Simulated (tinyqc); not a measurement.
ROHF in the sto-6g basis, for H4, spin multiplicity 3, step by step. This run ends on a higher stationary point, not on the lowest solution. One step of it, computed by the program tinyqc.

Problem. Iteration 2: diagonalisation and new density. Diagonalise F' = X^T F X, C = X C', fill 3 alpha and 1 beta electrons from the bottom; D(s) = C_occ C_occ^T. Each column has its largest component positive (the first on a tie).

effective F (hartree), order 1H 1s, 2H 1s, 3H 1s, 4H 1s:
$$\begin{pmatrix}
-0.113049 & -0.200121 & -0.024462 & 0.024052 \\
-0.200121 & -0.141531 & -0.187178 & -0.024418 \\
-0.024462 & -0.187178 & -0.140811 & -0.197377 \\
0.024052 & -0.024418 & -0.197377 & -0.111466
\end{pmatrix}$$

X, order 1H 1s, 2H 1s, 3H 1s, 4H 1s:
$$\begin{pmatrix}
1.022637 & -0.125085 & 0.006320 & -0.000867 \\
-0.125085 & 1.026617 & -0.052740 & 0.006312 \\
0.006320 & -0.052740 & 1.026549 & -0.124889 \\
-0.000867 & 0.006312 & -0.124889 & 1.022568
\end{pmatrix}$$

Give: F' = X^T F X; orbital energies; coefficients C; D(alpha) after iteration 2; D(beta) after iteration 2.

Solution.

F' = X^T F X (hartree):
$$\begin{pmatrix}
-0.0693 & -0.1815 & 0.0037 & 0.0263 \\
-0.1815 & -0.0802 & -0.1809 & 0.0035 \\
0.0037 & -0.1809 & -0.0802 & -0.1789 \\
0.0263 & 0.0035 & -0.1789 & -0.0684
\end{pmatrix}$$

orbital energies (hartree): MO1 -0.3595, MO2 -0.2054, MO3 0.0558, MO4 0.2110

coefficients C, order 1H 1s, 2H 1s, 3H 1s, 4H 1s:
$$\begin{pmatrix}
0.2839 & -0.5711 & 0.6677 & -0.4570 \\
0.5635 & -0.3071 & -0.4040 & 0.7052 \\
0.5578 & 0.3193 & -0.4130 & -0.6990 \\
0.2729 & 0.5742 & 0.6761 & 0.4471
\end{pmatrix}$$

D(alpha) after iteration 2, order 1H 1s, 2H 1s, 3H 1s, 4H 1s:
$$\begin{pmatrix}
0.8526 & 0.0656 & -0.2998 & 0.2010 \\
0.0656 & 0.5750 & 0.3831 & -0.2957 \\
-0.2998 & 0.3831 & 0.5836 & 0.0563 \\
0.2010 & -0.2957 & 0.0563 & 0.8613
\end{pmatrix}$$

D(beta) after iteration 2, order 1H 1s, 2H 1s, 3H 1s, 4H 1s:
$$\begin{pmatrix}
0.0806 & 0.1600 & 0.1583 & 0.0775 \\
0.1600 & 0.3175 & 0.3143 & 0.1538 \\
0.1583 & 0.3143 & 0.3111 & 0.1522 \\
0.0775 & 0.1538 & 0.1522 & 0.0745
\end{pmatrix}$$
